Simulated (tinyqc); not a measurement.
Exciton in an atomically thin sheet (Rytova-Keldysh potential), step by step. Values are carried at full precision from step to step, so a last printed digit may differ when a step is redone from the rounded ones.

Constants: Ry = 13.60569312 eV; a0 (Bohr radius) = 0.5291772105 angstrom; hbar^2/2m0 = 3.80998211 eV angstrom^2; e^2/(4 pi eps0) = 14.39964547 eV angstrom.

Values chosen for the exercise (near those of a MoSe2 monolayer; the results hold for these values, not for the real material):
```
symbol  value                       unit          meaning
me      0.535                       m0            electron mass
mh      0.564                       m0            hole mass
kap     2.45                                      mean dielectric constant of the surroundings
Eg      1.907                       eV            gap, in these surroundings
al      (0.00125, 0.00564, 0.0254)  1/angstrom^2  exponents a_i
r0      53.5                        angstrom      screening length of the sheet
```

## Exciton units

1/mu = 1/me + 1/mh, Ry* = Ry mu/kap^2, a* = a0 kap/mu.

mu = 0.27456 m0
Ry* = 622.334 meV
a* = 4.72 angstrom

## Hydrogen-like series

Binding Ry*/n^2 in three dimensions and Ry*/(n - 1/2)^2 in two; strengths relative to n = 1 go as 1/n^3 and (1/2)^3/(n - 1/2)^3. Lines at Eg less the binding.

Series:
```
n,3D binding (meV),3D line (eV),3D strength,2D binding (meV),2D line (eV),2D strength
1,622.33,1.2847,1.0000,2489.34,-0.5823,1.0000
2,155.58,1.7514,0.1250,276.59,1.6304,0.0370
3,69.15,1.8379,0.0370,99.57,1.8074,0.0080
4,38.90,1.8681,0.0156,50.80,1.8562,0.0029
```

The two-dimensional value exceeds the gap: with bare Coulomb screening the model fails here, and the screening of the sheet itself is needed.

## Overlap and kinetic matrices

Relative motion in the plane with V(k) = -2 pi q/(k (kap + r0 k)), q = e^2/(4 pi eps0), c = hbar^2/2m0. Normalised Gaussians exp(-a_i r^2): with A = a_i + a_j, S_ij = 2 sqrt(a_i a_j)/A, T_ij = (4c/mu)(a_i a_j/A) S_ij, V_ij = -q S_ij times the integral over k from 0 to infinity of exp(-k^2/4A)/(kap + r0 k).

Form S and T.

S, lower triangle:
```
,1,2,3
1,1.00000
2,0.77074,1.00000
3,0.42287,0.77120,1.00000
```

T (eV), lower triangle:
```
,1,2,3
1,0.03469
2,0.04377,0.15653
3,0.02796,0.19756,0.70494
```

## Potential matrix

Evaluate the integrals numerically.

V (eV), lower triangle:
```
,1,2,3
1,-0.27366
2,-0.28109,-0.41375
3,-0.21382,-0.40310,-0.57905
```

## Levels in the small basis

Solve (T + V) u = E S u; give the two lowest levels and the ground vector with u S u = 1 and its largest component positive.

levels (eV): -0.2769  -0.0462

ground vector: 0.469  0.544  0.069

## The converged series

Converged values use 20 Gaussians with exponents 2^i/b^2, i = -11 to 8, b the larger of a0 kap/(2 mu) and sqrt(a0 r0/mu), a0 = 0.5291772 angstrom; p states use r exp(i theta) exp(-a r^2).

Levels against the two-dimensional hydrogen series Ry*/(n - 1/2)^2; eps_n is the dielectric constant that would give each level in that series.

Series:
```
state,binding (meV),hydrogen (meV),eps_n,Eg + E (eV)
1s,277.6,2489.3,7.34,1.629
2p,126.0,276.6,3.63,1.781
2s,98.3,276.6,4.11,1.809
3p,61.3,99.6,3.12,1.846
3s,51.0,99.6,3.42,1.856
```

eps_n falls from 7.34 (1s) to 3.42 (3s) towards kap = 2.45: larger orbits see less of the sheet. 2p is bound 27.7 meV more strongly than 2s, which pure Coulomb attraction keeps degenerate. The small basis misses the 1s binding by 0.7 meV.

## Checks

- 1s binding for r0 = 0 against 4 Ry*, meV: 2488 against 2489.
- 2p binding for r0 = 0 against 4 Ry*/9, meV: both 276.6.

(tinyqc, `OMP_NUM_THREADS=1 python tinyqc.py 1280761 1280762 out.jsonl`, Intel(R) Xeon(R) Processor @ 2.30GHz, 1 thread, shared host, about 0.03 s.)
